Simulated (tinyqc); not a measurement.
# CMOS latch-up, two-transistor model: what changes with what

A parasitic pnp (emitter at Vdd, base shunted by Rw) and npn (emitter at ground, base shunted by Rs) feed each other: the npn collector current flows out of the pnp base node, the pnp collector current into the npn base node. Forward-active transistors with constant gains: Icn = Isn exp(Vn/Vt), Icp = Isp (exp(Vp/Vt) - 1). A current Ii is injected into the npn base node.

Parameters, values chosen for the exercise; values close to those of bulk CMOS: temperature T = 293 K; current gain of the npn bn = 13.9; current gain of the pnp bp = 4; saturation current of the npn at T Isn = 9.9e-16 A; saturation current of the pnp at T Isp = 2.8e-16 A; substrate resistance shunting the npn Rs = 250 ohm; well resistance shunting the pnp Rw = 540 ohm; resistance from the pnp collector to the npn base R2 = 190 ohm; base-emitter voltage in the on state Von = 0.76 V; saturation voltage Vsat = 0.2 V; supply voltage Vdd = 3.3 V.

Constants: q = 1.602176634e-19 C, kB = 1.380649e-23 J/K, Vt = kB T/q. Results are converted to the units shown.

Each table varies one quantity; the others keep the values above.

## Effect of the current gain of the pnp

Node equations: Vp/Rw + Icp/bp = Icn and Vn/Rs + Icn/bn = Icp + Ii. Loop gain G = gn gp/[(1/Rw + gp/bp)(1/Rs + gn/bn)], gn = Icn/Vt, gp = (Icp + Isp)/Vt; the off state ends where G = 1, and Ii there is the trigger current. On state with both base-emitter voltages at Von: npn base current Ib = (Von/Rs + bp Von/Rw)/(bn bp - 1), holding current Ih = (bn + 1) Ib + Von/Rs, holding voltage Vh = Vsat + Von + R2 (Ib + Von/Rs).

Effect of the current gain of the pnp:
```
bp     Vn at trigger (V)  trigger current (mA)  Ih (mA)  Vh (V)
0.087             0.7472                 2.997    228.2   4.408
0.18              0.7062                 2.890    35.71   1.954
0.36              0.7022                 2.881    16.24   1.706
0.72              0.7014                 2.878    9.745   1.623
1.5               0.7011                 2.877    6.907   1.587
2.9               0.7010                 2.877    5.739   1.572
5.9               0.7009                 2.877    5.126   1.564
12                0.7009                 2.877    4.831   1.560
```

As bp goes from 0.087 to 12, the trigger current falls from 3.00 to 2.88 mA, Ih falls from 228 to 4.83 mA and Vh falls from 4.41 to 1.56 V. Vh exceeds the supply Vdd = 3.3 V, which then cannot sustain a latched state, in 1 of the 8 rows. For bp = 0.043 the product of the gains is about one or less, so there is no latched state. For bp = 0.087 the holding current passes 50 mA, where high injection lowers the gains.

## Effect of the well resistance shunting the pnp

Same model as above.

Result of one run:
```
Rw (ohm)  Vn at trigger (V)  trigger current (mA)  Ih (mA)  Vh (V)
54                   0.7606                 3.867    19.23   1.744
```

What becomes of these results when the well resistance shunting the pnp Rw is changed from 54 to 200 ohm, all else the same?

Result of the changed run:
```
Rw (ohm)  Vn at trigger (V)  trigger current (mA)  Ih (mA)  Vh (V)
200                  0.7265                 3.116    8.018   1.601
```

The whole series:
```
Rw (ohm)  Vn at trigger (V)  trigger current (mA)  Ih (mA)  Vh (V)
54                   0.7606                 3.867    19.23   1.744
100                  0.7446                 3.412    12.17   1.654
200                  0.7265                 3.116    8.018   1.601
390                  0.7093                 2.941    5.997   1.575
750                  0.6925                 2.821    4.976   1.562
1400                 0.6766                 2.731    4.462   1.556
2800                 0.6591                 2.646    4.166   1.552
5400                 0.6428                 2.573    4.023   1.550
```

As Rw goes from 54 to 5400 ohm, the trigger current falls from 3.87 to 2.57 mA, Ih falls from 19.2 to 4.02 mA and Vh falls from 1.74 to 1.55 V. Vh exceeds the supply Vdd = 3.3 V, which then cannot sustain a latched state, in 0 of the 8 rows. For Rw = 54 Vn at the trigger exceeds the fixed Von of the on-state formulas, so Ih and Vh are too low there.

Numbers from tinyqc (`OMP_NUM_THREADS=1 python tinyqc.py 2670037 2670038 out.jsonl`; about 0.04 s on one thread of a shared Intel Xeon 2.30GHz).
